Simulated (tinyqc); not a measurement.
Worked calculation: UHF in the sto-6g basis, for Be, spin multiplicity 1. This run ends on a higher stationary point, not on the lowest solution. One step of it, computed by the program tinyqc.

Task: Iteration 4: diagonalisation and new density. Diagonalise F' = X^T F X, C = X C', fill 2 alpha and 2 beta electrons from the bottom; D(s) = C_occ C_occ^T. Each column has its largest component positive (the first on a tie).

F(alpha) (hartree):
```
            1Be 1s     1Be 2s    1Be 2px    1Be 2py   1Be 2pz
1Be 1s   -4.531317  -1.251694   0.000000   0.000000  0.000000
1Be 2s   -1.251694  -0.274308   0.000000   0.000000  0.000000
1Be 2px   0.000000   0.000000   0.032574  -0.194384  0.000000
1Be 2py   0.000000   0.000000  -0.194384   0.166793  0.000000
1Be 2pz   0.000000   0.000000   0.000000   0.000000  0.264097
```

F(beta) (hartree):
```
            1Be 1s     1Be 2s   1Be 2px   1Be 2py   1Be 2pz
1Be 1s   -4.531317  -1.251694  0.000000  0.000000  0.000000
1Be 2s   -1.251694  -0.274308  0.000000  0.000000  0.000000
1Be 2px   0.000000   0.000000  0.032574  0.194384  0.000000
1Be 2py   0.000000   0.000000  0.194384  0.166793  0.000000
1Be 2pz   0.000000   0.000000  0.000000  0.000000  0.264097
```

X:
```
            1Be 1s     1Be 2s   1Be 2px   1Be 2py   1Be 2pz
1Be 1s    1.025557  -0.132829  0.000000  0.000000  0.000000
1Be 2s   -0.132829   1.025557  0.000000  0.000000  0.000000
1Be 2px   0.000000   0.000000  1.000000  0.000000  0.000000
1Be 2py   0.000000   0.000000  0.000000  1.000000  0.000000
1Be 2pz   0.000000   0.000000  0.000000  0.000000  1.000000
```

Give: F' = X^T F X; orbital energies; coefficients C; F' = X^T F X; orbital energies; coefficients C; D(alpha) after iteration 4; D(beta) after iteration 4.

Result:

F' = X^T F X (alpha) (hartree):
```
        1       2       3       4      5
1  -4.430  -0.684   0.000   0.000  0.000
2  -0.684  -0.027   0.000   0.000  0.000
3   0.000   0.000   0.033  -0.194  0.000
4   0.000   0.000  -0.194   0.167  0.000
5   0.000   0.000   0.000   0.000  0.264
```

orbital energies (alpha) (hartree): MO1 -4.534, MO2 -0.106, MO3 0.076, MO4 0.264, MO5 0.305

coefficients C (alpha):
```
           MO1    MO2     MO3    MO4     MO5
1Be 1s   0.994  0.000  -0.285  0.000   0.000
1Be 2s   0.023  0.000   1.034  0.000   0.000
1Be 2px  0.000  0.814   0.000  0.000  -0.580
1Be 2py  0.000  0.580   0.000  0.000   0.814
1Be 2pz  0.000  0.000   0.000  1.000   0.000
```

F' = X^T F X (beta) (hartree):
```
        1       2      3      4      5
1  -4.430  -0.684  0.000  0.000  0.000
2  -0.684  -0.027  0.000  0.000  0.000
3   0.000   0.000  0.033  0.194  0.000
4   0.000   0.000  0.194  0.167  0.000
5   0.000   0.000  0.000  0.000  0.264
```

orbital energies (beta) (hartree): MO1 -4.534, MO2 -0.106, MO3 0.076, MO4 0.264, MO5 0.305

coefficients C (beta):
```
           MO1     MO2     MO3    MO4    MO5
1Be 1s   0.994   0.000  -0.285  0.000  0.000
1Be 2s   0.023   0.000   1.034  0.000  0.000
1Be 2px  0.000   0.814   0.000  0.000  0.580
1Be 2py  0.000  -0.580   0.000  0.000  0.814
1Be 2pz  0.000   0.000   0.000  1.000  0.000
```

D(alpha) after iteration 4:
```
         1Be 1s  1Be 2s  1Be 2px  1Be 2py  1Be 2pz
1Be 1s    0.988   0.022    0.000    0.000    0.000
1Be 2s    0.022   0.001    0.000    0.000    0.000
1Be 2px   0.000   0.000    0.663    0.473    0.000
1Be 2py   0.000   0.000    0.473    0.337    0.000
1Be 2pz   0.000   0.000    0.000    0.000    0.000
```

D(beta) after iteration 4:
```
         1Be 1s  1Be 2s  1Be 2px  1Be 2py  1Be 2pz
1Be 1s    0.988   0.022    0.000    0.000    0.000
1Be 2s    0.022   0.001    0.000    0.000    0.000
1Be 2px   0.000   0.000    0.663   -0.473    0.000
1Be 2py   0.000   0.000   -0.473    0.337    0.000
1Be 2pz   0.000   0.000    0.000    0.000    0.000
```
